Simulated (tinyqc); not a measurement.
# Body thickness for a wanted scale length

Inverse problem. A double-gate structure has tan(pi ti/Lambda) tan(pi ts/(2 Lambda)) = ei/eps_r, both angles below pi/2. Find ts.

Parameters, values chosen for the exercise; permittivities: semiconductor close to that of silicon, insulator close to that of silicon nitride:
```
symbol  value  unit                                     meaning
eps_r    11.6        relative permittivity of the semiconductor
ei        7.4            relative permittivity of the insulator
ti        3.3    nm                         insulator thickness
```

Lambda = 12.988538 nm

Solution. The condition is explicit in ts: an arctangent, taken between 0 and pi/2.

ts = 4.60 nm

Program tinyqc, `OMP_NUM_THREADS=1 python tinyqc.py 2420132 2420133 out.jsonl`; Intel Xeon 2.30GHz, shared host, one thread, about 0.01 s.
